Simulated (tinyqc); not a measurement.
Worked calculation: band folding and unfolding in a supercell of a chain. Values are carried at full precision from step to step, so a last printed digit may differ when a step is redone from the rounded ones.

A chain with hopping -t and n = 5 sites a supercell. H(K) has v_j on the diagonal, -t between neighbours and -t exp(2 pi i K) on the bond that closes the cell (from the last site to the first of the next cell). The point K holds the n wave vectors k_m = (K + m)/n of the primitive zone, in 2 pi/a, m = 0 to n - 1, with E0 = -2t cos(2 pi k_m). The unfolding weight of a state c on k_m is |sum_j c_j exp(-2 pi i k_m j)|^2/n, j = 0 to n - 1.

Inputs chosen for the exercise: t = 0.72 eV (hopping); v = (0.202, 0.062, -0.163, -0.163, 0.062) eV (site energies in the supercell); Kq = 0.13 2 pi/(n a) (wave vector in the small zone).

## Folded levels and Fourier components

List k_m and E0; V_q = (1/n) sum_j v_j exp(-2 pi i q j/n) couples k_m to k_(m+q).

Folded band:
```
m  k_m (2 pi/a)  E0 (eV)
0        0.0260  -1.4208
1        0.2260  -0.2163
2        0.4260   1.2871
3        0.6260   1.0118
4        0.8260  -0.6618
```

V_0, V_1, ... (eV): [0.0000, 0.1008, 0.0002]

## Supercell Hamiltonian

Fill in H(K).

H (eV):
```
[[0.2020, -0.7200, 0, 0, -0.4929+0.5249i],
 [-0.7200, 0.0620, -0.7200, 0, 0],
 [0, -0.7200, -0.1630, -0.7200, 0],
 [0, 0, -0.7200, -0.1630, -0.7200],
 [-0.4929-0.5249i, 0, 0, -0.7200, 0.0620]]
```

## Levels and unfolding weights

Diagonalise and project each state on the k_m.

levels (eV): [-1.4422, -0.6551, -0.2145, 0.9852, 1.3266]

weights, rows m=0, m=1, m=2, m=3, m=4; columns level 1, level 2, level 3, level 4, level 5:
```
[[0.977, 0.016, 0.007, 0.000, 0.000],
 [0.007, 0.001, 0.988, 0.001, 0.004],
 [0.000, 0.000, 0.004, 0.095, 0.900],
 [0.000, 0.004, 0.000, 0.901, 0.096],
 [0.016, 0.979, 0.000, 0.003, 0.000]]
```

The purest state keeps 98.8 % on one k and the most mixed (level 4 and 5) 90.0 %; rows and columns each add to one.

## Moments of the spectral function

For each k_m: mean sum_i W E_i and variance sum_i W E_i^2 less the mean squared. The mean must be E0 plus the average of v, and the variance that of v.

Moments:
```
m  mean (eV)  variance (eV^2)
0     -1.421            0.020
1     -0.216            0.020
2      1.287            0.020
3      1.012            0.020
4     -0.662            0.020
```

The average of v is 0.0000 eV and its variance 0.0203 eV^2: the virtual crystal gives the mean, and the variance is the spread of weight over several levels that it leaves out.

## Checks

- Variance of the spectral function against the variance of v: they agree to 1e-10 or better.
- Levels for v = 0 against the folded band: they agree to 1e-10 or better.

Run: tinyqc, `OMP_NUM_THREADS=1 python tinyqc.py 1451352 1451353 out.jsonl`; Intel(R) Xeon(R) Processor @ 2.30GHz, one thread, shared host; about 0.01 s of CPU time with all checks.
